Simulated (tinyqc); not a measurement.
## Width from the threshold shift

Problem. Undoped body with a flat potential across it, hard walls, transport along x. Three valley pairs (g = 2 each) with the longitudinal mass along x, y or z. Non-parabolicity enters the subband edges through E (1 + al E) = gamma, so E = 2 gamma/(1 + sqrt(1 + 4 al gamma)); motion within a subband is taken as parabolic with the band-edge mass. Energies are counted from the bulk band edge. gamma = C pi^2 [a^2/(my (t + dl)^2) + b^2/(mz (H + dl)^2)], C = hbar^2/(2 m0). Each subband has N_k = g sqrt(2 mx m0 kB T/(pi hbar^2)); without degeneracy n = exp(EF/Vt) sum N_k exp(-E_k/Vt). Classical value Nc times t H, Nc = sum over valleys of 2 g (m m0 kB T/(2 pi hbar^2))^1.5 with m = (mx my mz)^(1/3). Threshold shift dVT = Vt ln(classical value/sum N_k exp(-E_k/Vt)). Find t and the lowest subband edge.

Values chosen for this exercise; masses close to those of silicon:
```
symbol,value,unit,meaning
T,77,K,temperature
ml,0.906,m0,longitudinal mass
mt,0.191,m0,transverse mass
al,0,1/eV,non-parabolicity
dl,0,nm,widening of the box by penetration into the insulator
H,8.2,nm,height (along z)
```

Constants: q = 1.602176634e-19 C, kB = 1.380649e-23 J/K, hbar = 1.054571817e-34 J s, m0 = 9.1093837015e-31 kg, Vt = kB T/q, hbar^2/(2 m0) = 0.0380998212 eV nm^2. Results are converted to the units shown.

dVT = 31.249534 mV

Answer. dVT is evaluated for trial values of t with all subbands; between 1.5 and 25 nm one value matches.

t = 8.20 nm
E_1 = 35.5 meV

Program tinyqc, `OMP_NUM_THREADS=1 python tinyqc.py 2350032 2350033 out.jsonl`; Intel Xeon 2.30GHz, shared host, one thread, about 0.2 s.
